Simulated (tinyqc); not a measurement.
A ladder of methods, and size consistency: correlation methods against full CI in the sto-3g basis, for BeH2, spin multiplicity 1. Computed by the program tinyqc with PySCF. Command: `OMP_NUM_THREADS=1 python tinyqc.py 114572 114573 out.jsonl`; one thread of a shared host (Intel(R) Xeon(R) Processor @ 2.60GHz), about 2 s.

Geometry (angstrom):

| atom | x | y | z |
|---|---|---|---|
| Be | 0.0000 | 0.0000 | 0.0000 |
| H | 0.0000 | 1.4870 | 0.1810 |
| H | 0.0000 | -1.4870 | 0.1810 |

RHF energy of one = -15.530968 hartree

All electrons correlated; +Q is the Davidson correction (1 - c0^2) E_corr. The last columns treat two copies 100 angstrom apart as one system. FCI is the lowest singlet.

Correlation energies (hartree):

| method | E_corr of one | share of FCI (%) | E_corr of two at 100 angstrom | two minus twice one (mhartree) |
|---|---|---|---|---|
| MP2 | -0.027912 | 63.6278 | -0.055824 | 0.0000 |
| CISD | -0.042625 | 97.1681 | -0.082322 | 2.9283 |
| CISD+Q | -0.044199 | 100.7556 | -0.087779 | 0.6194 |
| CCSD | -0.043279 | 98.6584 | -0.086558 | 0.0000 |
| CCSD(T) | -0.043586 | 99.3586 | -0.087172 | 0.0000 |
| FCI | -0.043867 | 100.0000 | - | - |

MP2 recovers 64 %, CISD 97.2 % and CCSD 98.7 % of the FCI value (c0^2 = 0.963 in CISD). MP2 and coupled cluster are size consistent, so their last column vanishes; CISD loses 2.93 mhartree, since a double excitation on each copy is a quadruple of the pair, and the Davidson correction leaves +0.62.
